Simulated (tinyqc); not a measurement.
Dielectric constant under pressure: Penn model of the dielectric constant and Phillips ionicity.

n = 32/a^3; Ep^2 = 8 pi c e2 n with c = hbar^2/2m0, e2 = e^2/(4 pi eps0); EF = c (3 pi^2 n)^(2/3); eps = 1 + (Ep/Eg)^2 S with S = 1 - Eg/(4 EF) + (Eg/(4 EF))^2/3, Eg the Penn gap. Core d shells are left out.

Phillips: bond length d = sqrt(3) a/4; homopolar gap Eh = 39.74 d^(-2.48) eV (d in angstrom); Eg^2 = Eh^2 + C^2; ionicity fi = C^2/Eg^2.

Constants: hbar^2/2m0 = 3.80998211 eV angstrom^2; e^2/(4 pi eps0) = 14.39964547 eV angstrom.

Inputs chosen for the exercise (out of a larger set: near those of Ge; not measured data): a = 5.641 angstrom (cubic lattice constant, 32 valence electrons a cell); C0 = 0 eV (ionic gap, held fixed).

The lattice constant is scaled by the factor listed; C = C0.

Results:
```
factor  Eh (eV)  Eg (eV)  Ep (eV)     eps     fi
0.94      5.058    5.058   17.203  11.485  0.000
0.96      4.801    4.801   16.668  11.937  0.000
0.98      4.561    4.561   16.161  12.399  0.000
0.99      4.448    4.448   15.916  12.634  0.000
1.00      4.339    4.339   15.678  12.871  0.000
1.01      4.233    4.233   15.446  13.110  0.000
1.02      4.131    4.131   15.219  13.352  0.000
1.04      3.936    3.936   14.783  13.843  0.000
```

d ln eps/d ln a = +1.85 around factor 1: eps falls under compression. Ep^2 goes as a^-3 and Eh^2 as a^-4.96; with C fixed Eg^2 goes as a^-4.96 at fi = 0.000, and leaving S aside the two powers balance at fi = 0.395. The slope is a difference of two powers and the model omits d shells and any change of C, so it is no prediction for a real crystal; eps from C0 (row 1.00) need not match a measured ei.

(tinyqc, `OMP_NUM_THREADS=1 python tinyqc.py 1652740 1652741 out.jsonl`, Intel(R) Xeon(R) Processor @ 2.30GHz, 1 thread, shared host, about 0.01 s.)
